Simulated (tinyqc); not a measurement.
Reverse leakage of an n+-p junction: diffusion, generation, trap-assisted and band-to-band tunnelling: leakage components against the temperature.

One-sided abrupt junction in the depletion approximation, x from the junction (0) to W on the p side, field F = F0 (1 - x/W). Flat quasi-Fermi levels, long p side. Traps generate through SRH with both lifetimes shortened by 1 + Gamma (Hurkx enhancement, form for moderate fields); band-to-band generation is local and needs a total bending above Eg.

Nc and Nv are given at 300 K and scale as (T/300 K)^1.5; all else is held fixed. ni = sqrt(Nc Nv) exp(-Eg/(2 Vt)), Eg in volts; Vbi = Vt ln(Na Nd/ni^2); W = sqrt(2 eps0 eps_r (Vbi + VR)/(q Na)); F0 = 2 (Vbi + VR)/W; FG = sqrt(24 mt m0 (kB T)^3)/(q hbar); J_diff = q ni^2 sqrt(Dn/tau)(1 - exp(-VR/Vt))/Na. u = (Vbi + VR)(1 - x/W)^2, p = Na exp(-u/Vt), n = Nd exp((u - Vbi - VR)/Vt); G0 = ni^2 (1 - exp(-VR/Vt))/(tau (n + p + 2 ni cosh(Et/Vt))); Gamma = 2 sqrt(3 pi)(F/FG) exp((F/FG)^2); trap-assisted part G0 Gamma; G_bb = Ab F^2.5 exp(-Bb/F) with F in V/cm, zero unless Vbi + VR > Eg. Currents are q times the integrals over 0 to W; J_bb under 1e-8 of J is printed as 0; rows with F0/FG above 2.2, beyond the range of this Gamma, are left out.

Inputs (values chosen for the exercise); band and dielectric values close to those of silicon: band gap Eg = 1.11 eV; relative permittivity eps_r = 11.5; conduction-band density of states at the reference temperature Nc = 2.77e19 cm^-3; valence-band density of states at the reference temperature Nv = 2.61e19 cm^-3; acceptor density of the lighter side Na = 1.9e16 cm^-3; donor density of the heavier side Nd = 1e20 cm^-3; SRH lifetime of both carriers at zero field tau = 2e-9 s; trap level above the intrinsic level Et = 0 eV; tunnelling mass mt = 0.26 m0; electron diffusion coefficient on the lighter side Dn = 4.3 cm^2/s; band-to-band prefactor Ab = 4.2e14 cm^-0.5 V^-2.5 s^-1; band-to-band field constant Bb = 1.82e7 V/cm; reverse bias VR = 2 V.

Constants: q = 1.602176634e-19 C, kB = 1.380649e-23 J/K, hbar = 1.054571817e-34 J s, m0 = 9.1093837015e-31 kg, Vt = kB T/q, eps0 = 8.8541878128e-14 F/cm where lengths are in cm. Results are converted to the units shown.

The same in every row: J_bb (A/cm^2) = 0.

Leakage components against the temperature:

| T (K) | F0 (kV/cm) | F0/FG | J_diff (A/cm^2) | J_SRH (A/cm^2) | J_TAT (A/cm^2) | J (A/cm^2) | largest part |
|---|---|---|---|---|---|---|---|
| 220 | 134 | 0.568 | 4.16e-18 | 3.11e-9 | 8.03e-9 | 1.11e-8 | trap-assisted tunnelling |
| 250 | 134 | 0.468 | 6.87e-15 | 1.28e-7 | 2.57e-7 | 3.85e-7 | trap-assisted tunnelling |
| 280 | 133 | 0.393 | 2.41e-12 | 2.43e-6 | 3.94e-6 | 6.37e-6 | trap-assisted tunnelling |
| 310 | 133 | 0.336 | 2.81e-10 | 2.66e-5 | 3.58e-5 | 6.24e-5 | trap-assisted tunnelling |
| 340 | 132 | 0.291 | 1.45e-8 | 1.94e-4 | 2.21e-4 | 4.16e-4 | trap-assisted tunnelling |
| 370 | 132 | 0.256 | 4.03e-7 | 0.00104 | 0.00102 | 0.00206 | SRH generation |
| 400 | 131 | 0.226 | 6.93e-6 | 0.00440 | 0.00375 | 0.00815 | SRH generation |
| 430 | 131 | 0.202 | 8.14e-5 | 0.0154 | 0.0115 | 0.0269 | SRH generation |

J rises from 1.11e-8 to 0.0269 A/cm^2. Trap-assisted tunnelling leads at T = 220, SRH generation from 370 on. Activation energies over the table: 1.19 eV for diffusion (Eg = 1.11 eV, raised by the T^3 of ni^2), 0.598 eV for SRH generation (Eg/2 + |Et| = 0.555 eV), 0.550 eV for the trap-assisted part, lower since Gamma grows on cooling; the total shows 0.559 eV at the cold end and 0.591 eV at the hot end.

Range of the model: The n+ side is degenerate, so Vbi from Boltzmann statistics is only a guide.

Program tinyqc, `OMP_NUM_THREADS=1 python tinyqc.py 2290085 2290086 out.jsonl`; Intel Xeon 2.30GHz, shared host, one thread, about 0.01 s.
